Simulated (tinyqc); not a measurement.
Off-state leakage of single and stacked transistors: one step of the calculation.

n-channel devices of unit width. Subthreshold current I(Vg, Vs, Vd) = I0 (T/300 K)^0.5 exp[(Vg - Vs - VT(T) - gb (Vs - Vb) + dd (Vd - Vs))/(nf Vt)] (1 - exp(-(Vd - Vs)/Vt)), VT(T) = VT - cT (T - 300 K). Gate-edge tunnelling Ig (Vd/1 V) exp(ag (Vd - 1 V)), for a gate at 0 V, and band-to-band leakage Ab u exp(-Bb/u), u = Vd - Vb + 1 V, flow at a drain held at V; both are taken as independent of T. In a stack of off transistors (all gates at 0 V) the same subthreshold current passes through each.

Problem. New Vx. Stack of two, Vx the node between them: I_low = I(0, 0, Vx), I_up = I(0, Vx, V), f = ln(I_up/I_low), f' = -(1 + gb + 2 dd)/(nf Vt) - 1/(Vt (exp(Vx/Vt) - 1)) - 1/(Vt (exp((V - Vx)/Vt) - 1)), Vx(new) = Vx - f/f'.

Inputs (values chosen for the exercise); values of the order met in bulk silicon logic transistors: temperature T = 378 K; supply voltage V = 0.8 V; threshold at 300 K, zero drain and body bias VT = 0.42 V; fall of the threshold with temperature cT = 0.7 mV/K; current at threshold at 300 K I0 = 0.14 uA/um; slope factor nf = 1.24; drain-induced lowering per volt dd = 0.15; rise of the threshold per volt of source-body bias gb = 0.08; body voltage Vb = 0 V.

Constants: q = 1.602176634e-19 C, kB = 1.380649e-23 J/K, Vt = kB T/q. Results are converted to the units shown.

Vx at the start = 0.087 V

Give: I_low; I_up; f; f'; Vx after iteration 1.

Solution.

I_low = 0.023803 nA/um
I_up = 0.025534 nA/um
f = 0.070216
f' = -36.448 1/V
Vx after iteration 1 = 0.088926 V

Program tinyqc, `OMP_NUM_THREADS=1 python tinyqc.py 2242217 2242218 out.jsonl`; Intel Xeon 2.30GHz, shared host, one thread, about 0.03 s.
